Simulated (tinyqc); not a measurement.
# Trap density from two Hall measurements

Question. p-type body, charge-sheet picture, full ionisation (an idealisation for deep acceptors), Boltzmann statistics for free electrons. e = Ec - EF at the surface. psi = Eg - Vt ln(Nv/Na) - e; N_dep = sqrt(2 eps0 eps_r Na (psi - Vt)/q); n_f = sqrt(N_dep^2 + 2 eps0 eps_r Vt Nc exp(-e/Vt)/q) - N_dep; Vg = Vfb + psi + q (N_dep + n_t + n_f)/Cox, Cox = eps0 eox/tox. Find e and n_t at both points and the mean trap density between them.

Parameters, values chosen for the exercise; band and dielectric values close to those of gallium nitride:
- T = 300 K (temperature)
- Eg = 3.35 eV (band gap)
- eps_r = 9.55 (relative permittivity)
- Nc = 2.33e18 cm^-3 (conduction-band density of states at T)
- Nv = 4.52e19 cm^-3 (valence-band density of states at T)
- eox = 3.9 (relative permittivity of the insulator)
- tox = 43 nm (insulator thickness)
- Na = 7.4e16 cm^-3 (acceptor density)
- Vfb = -2.38 V (flat-band voltage without trapped charge)

Constants: q = 1.602176634e-19 C, kB = 1.380649e-23 J/K, Vt = kB T/q, eps0 = 8.8541878128e-14 F/cm where lengths are in cm. Results are converted to the units shown.

Vg (V): [6.0527091, 11.307309]
free sheet density from the Hall effect (cm^-2): [7.3526094e9, 4.0299597e11]

Answer. Each n_f fixes e; what the gate voltage holds beyond psi, N_dep and n_f is trapped; the difference quotient is the density, smeared over a few Vt.

e (eV): [0.0860, -0.0210]
n_t (cm^-2): [1.12e12, 3.28e12]
mean trap density = 2.02e13 cm^-2 eV^-1

Program tinyqc, `OMP_NUM_THREADS=1 python tinyqc.py 2222111 2222112 out.jsonl`; Intel Xeon 2.30GHz, shared host, one thread, about 0.02 s.
